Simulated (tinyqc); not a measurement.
# Gate sheet resistance from two finger widths

Question. At low frequency R = Rsh Wf/(3 L) + B/Wf, where B collects the channel and vertical terms. Find Rsh, B and the width of lowest R.

Parameters, values chosen for the exercise: channel length L = 0.65 um.

input resistance of single fingers, contacted at one end, of width 1.6 and 11 um (ohm): [86.179487, 222.35897]

Answer. R Wf is a straight line in Wf^2; the minimum of R lies where both terms are equal.

Rsh = 38.0 ohm/square
B = 88.0 ohm um
width of lowest R = 2.13 um

Computed by the program tinyqc: `OMP_NUM_THREADS=1 python tinyqc.py 2262052 2262053 out.jsonl`, one thread of a shared Intel Xeon 2.30GHz, about 0.01 s for the whole run.
